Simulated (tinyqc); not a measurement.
Correlation length: interface roughness in a thin film (subband fluctuation and scattering).

Square well of width t, barriers V0, c = hbar^2/2m0: E1 solves k t + 2 atan[(k/mz)/(kappa/mb)] = pi, k = sqrt(mz E/c), kappa = sqrt(mb (V0 - E)/c). One interface is rough, so the subband edge fluctuates by G dt with G = |dE1/dt| (central difference of 0.01 angstrom; 2 E1/t for hard walls).

Gaussian roughness spectrum S(q) = pi D^2 Lc^2 exp(-q^2 Lc^2/4). Degenerate gas, taken to fill one subband (the second starts to fill once c kF^2/md exceeds E2 - E1, which is not tested here): kF = sqrt(2 pi Ns/gv), q = 2 kF sin(theta/2), 1/tau = (md/(2 pi c hbar)) G^2 times the integral from 0 to pi of S(q)(1 - cos theta)/eps(q)^2 dtheta, eps(q) = 1 + qs/q with screening (qs = gv md q0/(c eps), q0 = e^2/(4 pi eps0), form factors left out, which overstates the screening; other scattering is left out too, so these values lie far above measured mobilities in all but the thinnest films) or 1 without; mobility = tau c2/md with c2 = e/m0 = 1.75882e15 cm^2/(V s^2); 1e12/cm^2 = 1e-4/angstrom^2.

Constants: hbar^2/2m0 = 3.80998211 eV angstrom^2; hbar = 6.58211957e-16 eV s; e^2/(4 pi eps0) = 14.39964547 eV angstrom.

Inputs chosen for the exercise (near those of a thin Si channel on (100), two-fold valleys; not measured data):
```
symbol  value                         unit         meaning
t       24                            angstrom     film thickness
mz      0.9                           m0           confinement mass
V0      2.93                          eV           barrier
mb      0.47                          m0           barrier mass
md      0.194                         m0           mass in the plane
gv      2                                          valleys
D       1.4                           angstrom     rms height of the roughness
Ns      5.6                           x 1e12/cm^2  sheet density
eps     8                                          mean dielectric constant at the channel
Ll      (5, 10, 16, 25, 40, 65, 100)  angstrom     correlation lengths
```

Fixed D; bare and screened mobility.

Results:
```
Lc (angstrom)  kF Lc  bare mobility (cm^2/(V s))  screened mobility (cm^2/(V s))
5               0.21                    6.58e+04                        8.37e+05
16              0.67                    8.66e+03                        1.13e+05
25              1.05                    5.58e+03                        7.73e+04
40              1.68                    6.09e+03                        1.04e+05
65              2.73                    1.18e+04                        3.93e+05
100             4.19                    1.99e+04                        1.45e+06
```

Give the missing row, Lc (angstrom) = 10.

Computed row:
```
Lc (angstrom)  kF Lc  bare mobility (cm^2/(V s))  screened mobility (cm^2/(V s))
10              0.42                    1.81e+04                        2.33e+05
```

The bare mobility is lowest at Lc = 25 angstrom of those listed (kF Lc = 1.05). The screened mobility is lowest at Lc = 25 angstrom of those listed (kF Lc = 1.05). Short roughness averages out (mobility as 1/Lc^2; the first two rows give exponent -1.86), and long roughness deflects only by small angles (bare mobility rising as Lc; the last two rows give 1.21).

tinyqc: `OMP_NUM_THREADS=1 python tinyqc.py 1251482 1251483 out.jsonl`; about 0.01 s, one thread, shared Intel(R) Xeon(R) Processor @ 2.30GHz.
